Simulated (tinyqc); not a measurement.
# Worked calculation: random telegraph noise from one oxide trap in a small MOSFET

tinyqc, about 0.01 s, one thread, Intel Xeon 2.30GHz (shared host): `OMP_NUM_THREADS=1 python tinyqc.py 2710103 2710104 out.jsonl` Printed values are rounded.

An acceptor-like trap exchanges electrons with the channel. Inversion charge Q = Cox u, u = n Vt W0(exp((Vg - VT)/(n Vt))), W0 the Lambert function, n = nf, Cox = eps0 eox/tox; linear regime Id = (W/L) mu Q Vd. Relative to threshold the surface potential rises by Vt ln(u/u0) and the oxide voltage by the rest of Vg - VT, with u0 = n Vt W0(1).

Inputs (values chosen for the exercise); values of the order met in silicon transistors:

| symbol | value | unit | meaning |
|---|---|---|---|
| T | 300 | K | temperature |
| eox | 7.71 |  | relative permittivity of the gate insulator (close to silicon nitride) |
| tox | 3.2 | nm | insulator thickness |
| xt | 0.33 | nm | depth of the trap from the channel interface |
| E0 | 0.01 | eV | trap level above the channel Fermi level at threshold |
| s0 | 4e-16 | cm^2 | capture prefactor |
| EB | 0.39 | eV | capture barrier (lattice relaxation) |
| lt | 0.18 | nm | tunnelling decay length |
| vth | 1.3e7 | cm/s | thermal velocity |
| zi | 1.8 | nm | thickness of the inversion layer |
| VT | 0.25 | V | threshold voltage |
| nf | 1.23 |  | body factor |
| W | 150 | nm | gate width |
| L | 61 | nm | gate length |
| mu | 150 | cm^2/(V s) | mobility |
| asc | 0 | V s | scattering coefficient of the charged trap |
| Vd | 0.1 | V | drain voltage |
| Vg | 0.34 | V | gate voltage |

Constants: q = 1.602176634e-19 C, kB = 1.380649e-23 J/K, Vt = kB T/q, eps0 = 8.8541878128e-14 F/cm where lengths are in cm. Results are converted to the units shown.

Range of the model: VT is taken as given; short-channel effects and the uneven flow of current among few electrons are left out.

## Trap level, time constants and occupancy

N = Cox u/q; dpsi = Vt ln(u/u0); E = E0 - dpsi - (xt/tox)(Vg - VT - dpsi); capture time tc = 1/[(N/zi) vth s0 exp(-xt/lt - EB/Vt)]; emission time te = tc exp(-E/Vt); occupancy te/(tc + te).

u = 0.0665267 V
N = 8.85806e11 cm^-2
dpsi = 0.0337458 V
E = -0.0295470 eV
tc = 8.70660e-4 s
te = 0.00273034 s
occupancy = 0.758217

The trap lies 1.1 Vt below the Fermi level, so it is filled 75.8 % of the time.

## Step height

A = W L; threshold step dV = q (1 - xt/tox)/(Cox A); gm/Id = 1/(u + n Vt); relative step dI/I = (gm/Id) dV + asc mu/A. Id as defined.

electrons in the channel N A = 81.0513
dV = 0.736153 mV
gm/Id = 10.1704 1/V
number part of dI/I = 0.748696 %
dI/I = 0.748696 %
Id = 5.23482 uA
dI = 39.1929 nA

## Lorentzian spectrum

Spectrum S(f) = 4 dI^2/{(tc + te)[(1/tc + 1/te)^2 + (2 pi f)^2]}; corner fc = (1/tc + 1/te)/(2 pi); variance dI^2 tc te/(tc + te)^2. Give S at f = 0, at fc and at 10 fc.

fc = 241.089 Hz
S(0) = 7.43595e-19 A^2/Hz
S(fc) = 3.71797e-19 A^2/Hz
S(10 fc) = 7.36232e-21 A^2/Hz
rms current = 16.7810 nA

The rms value is 0.428 of the step; it reaches its largest share, 1/2, when tc = te.
